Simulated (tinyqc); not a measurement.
Inside a calculation. Method: plane-wave Kohn-Sham cycle with exchange-only LDA in a layered model solid. One step of it, computed by the program tinyqc.

Question. Iteration 1: levels at that k. Diagonalise the Hermitian matrix.

H (hartree):
```
           -3         -2         -1         +0         +1         +2         +3
-3   4.949022  -0.125000   0.055000   0.000000   0.000000   0.000000   0.000000
-2  -0.125000   2.015133  -0.125000   0.055000   0.000000   0.000000   0.000000
-1   0.055000  -0.125000   0.254799  -0.125000   0.055000   0.000000   0.000000
+0   0.000000   0.055000  -0.125000  -0.331979  -0.125000   0.055000   0.000000
+1   0.000000   0.000000   0.055000  -0.125000   0.254799  -0.125000   0.055000
+2   0.000000   0.000000   0.000000   0.055000  -0.125000   2.015133  -0.125000
+3   0.000000   0.000000   0.000000   0.000000   0.055000  -0.125000   4.949022
```

Give: eigenvalues.

Answer.

eigenvalues (hartree): -0.3783  0.1908  0.3431  2.0181  2.0221  4.9551  4.9551
